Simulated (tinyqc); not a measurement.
# Schottky barrier with interface states (Cowley-Sze model), image lowering and contact resistance, step by step

A worked calculation. Computed by tinyqc, a small Python program that keeps every step. Command: `OMP_NUM_THREADS=1 python tinyqc.py 3026006 3026007 out.jsonl pinning walk`. One thread of a shared host (Intel(R) Xeon(R) Processor @ 2.30GHz), about 0.01 s of CPU time with the checks. Intermediate numbers are printed to about 5 digits and carried at full precision; extremes and crossings named in words are read from the listed rows.

An n-type semiconductor under a metal. The barrier lies between the Schottky-Mott limit phi_M - chi and the Bardeen limit E_g - E_n, E_n being the neutrality level of the interface states; the space-charge term of the full Cowley-Sze expression is left out.

Inputs (values chosen for the exercise, for a model semiconductor):

| quantity | value | unit |
|---|---|---|
| gap E_g | 3.16 | eV |
| electron affinity chi | 3.84 | eV |
| metal work function phi_M | 5.19 | eV |
| neutrality level E_n above the valence band | 1.01 | eV |
| interface-state density D | 3.4e+14 | cm^-2 eV^-1 |
| dipole layer thickness delta | 0.37 | nm |
| dipole layer constant eps_i | 1 | - |
| dielectric constant eps_s | 9.88 | - |
| electron mass m_e | 0.395 | m_0 |
| valleys M_c | 3 | - |
| donor density N | 6.4e+16 | cm^-3 |
| temperature T | 300 | K |
| reverse bias V_r | 1.7 | V |

Pinning factor from: interface states.

Constants: e = 1.602176634e-19 C; eps_0 = 8.8541878128e-12 F/m; k_B = 8.617333262e-05 eV/K; m_0 = 9.1093837015e-31 kg; k_B = 1.380649e-23 J/K; h = 6.62607015e-34 J s; hbar = 1.054571817e-34 J s.

## Pinning factor and barrier

S = 1/(1 + e^2 D delta/(eps_i eps_0)); for D per eV, e^2 D is the number e x D in SI units, with 1 cm^-2 = 1e4 m^-2. phi_B = S (phi_M - chi) + (1 - S)(E_g - E_n); the hole barrier is E_g - phi_B.

pinning factor S = 0.042081

Schottky-Mott barrier = 1.35 eV

Bardeen barrier = 2.15 eV

barrier phi_B = 2.1163 eV

hole barrier = 1.0437 eV

The contact is strongly pinned: the metal hardly matters.

## Depletion layer and image lowering under reverse bias

N_c = 2 M_c (2 pi m_e k_B T/h^2)^(3/2); xi = E_c - E_F solves N = N_c F_1/2(-xi/k_B T) (bisection; full ionisation). F_1/2(eta) = (2/sqrt(pi)) int_0^infinity sqrt(x)/(1 + exp(x - eta)) dx, by the trapezoid rule in t = sqrt(x) with step 0.02 up to t = 12 (for eta < -12 by exp(eta) - exp(2 eta)/2^(3/2)). V_bi = phi_B - xi; W = sqrt(2 eps_s eps_0 (V_bi + V_r - k_B T/e)/(e N)); field at the metal E_m = e N W/(eps_s eps_0); image lowering sqrt(e E_m/(4 pi eps_s eps_0)).

N_c = 1.8689e+19 cm^-3

xi = 0.14673 eV

built-in voltage V_bi = 1.9696 V

depletion width W = 249.34 nm

field E_m = 2.9227e+05 V/cm

image lowering = 0.065266 eV

## Thermionic current

A* = 4 pi e m_e M_c k_B^2/h^3 (a simple valley count); J_s = A* T^2 exp(-phi/k_B T). J_0 uses phi_B; the reverse current uses phi_B less the image lowering, times 1 - exp(-V_r/k_B T).

Richardson constant A* = 142.41 A cm^-2 K^-2

J_0 = 3.5884e-29 A/cm^2

thermionic reverse current = 4.4805e-28 A/cm^2

Image lowering raises the reverse current by a factor 12.5. Caution: so small an emission current is nominal: generation, tunnelling and edge leakage set the real one.

## Tunnelling scale and contact resistivity

E_00 = (e hbar/2) sqrt(N/(m_e eps_s eps_0)), E_0 = E_00 coth(E_00/k_B T); scaling form of the contact resistivity rho_c = (k_B/(e A* T)) exp(phi_B/E_0), which is the thermionic result when E_00 << k_B T and keeps only the leading exponential of tunnelling when E_00 >> k_B T; image lowering is left out of it.

E_00 = 0.0023776 eV

E_00/k_B T = 0.091970

E_0 = 0.025925 eV

contact resistivity rho_c = 5.7239e+26 ohm cm^2

With the usual bounds 0.5 and 5 on E_00/k_B T the regime is thermionic emission; so large a rho_c means a blocking contact.

## Choosing the metal

The formulas are those given above.

Against work function:

| phi_M (eV) | Schottky-Mott (eV) | phi_B (eV) | J_0 (A/cm^2) | rho_c (ohm cm^2) |
|---|---|---|---|---|
| 3.84 | 0.00 | 2.0595 | 3.2304e-28 | 6.3976e+25 |
| 4.07 | 0.23 | 2.0692 | 2.2216e-28 | 9.2929e+25 |
| 4.30 | 0.46 | 2.0789 | 1.5278e-28 | 1.3499e+26 |
| 4.53 | 0.69 | 2.0886 | 1.0507e-28 | 1.9608e+26 |
| 4.75 | 0.91 | 2.0978 | 7.3443e-29 | 2.8023e+26 |
| 4.98 | 1.14 | 2.1075 | 5.0508e-29 | 4.0705e+26 |
| 5.21 | 1.37 | 2.1172 | 3.4735e-29 | 5.9127e+26 |
| 5.44 | 1.60 | 2.1269 | 2.3887e-29 | 8.5886e+26 |

A span of 1.60 eV in work function moves the barrier by 0.067 eV (slope S = 0.042) and rho_c by 1.1 decades. The barrier equals its Schottky-Mott value only at phi_M = chi + E_g - E_n = 5.99 eV, where the interface states are neutral.

## Doping the contact

Regimes: thermionic below E_00/k_B T = 0.5, field emission above 5.

Against doping:

| N (cm^-3) | 1e10/sqrt(N) | E_00/k_B T | rho_c (ohm cm^2) | regime |
|---|---|---|---|---|
| 1.00e+16 | 1.0000e+02 | 3.6354e-02 | 6.9492e+26 | thermionic emission |
| 1.00e+17 | 3.1623e+01 | 1.1496e-01 | 5.0326e+26 | thermionic emission |
| 1.00e+18 | 1.0000e+01 | 3.6354e-01 | 2.3438e+25 | thermionic emission |
| 3.00e+18 | 5.7735e+00 | 6.2968e-01 | 6.3236e+22 | thermionic-field emission |
| 1.00e+19 | 3.1623e+00 | 1.1496e+00 | 3.8944e+16 | thermionic-field emission |
| 3.00e+19 | 1.8257e+00 | 1.9912e+00 | 3.2076e+08 | thermionic-field emission |
| 1.00e+20 | 1.0000e+00 | 3.6354e+00 | 1.1767e+01 | thermionic-field emission |
| 3.00e+20 | 5.7735e-01 | 6.2968e+00 | 8.9312e-04 | field emission |
| 1.00e+21 | 3.1623e-01 | 1.1496e+01 | 2.4962e-06 | field emission |

Even over the thermionic rows rho_c falls by a factor 30, since the barrier is many E_0 high, and then it falls faster, by 32.4 decades in all; in field emission ln rho_c is linear in 1/sqrt(N). It stays above 1e-7 ohm cm^2 at every listed doping.

Checks made by the program: charge in the layer against the field (relative difference below 1e-10).
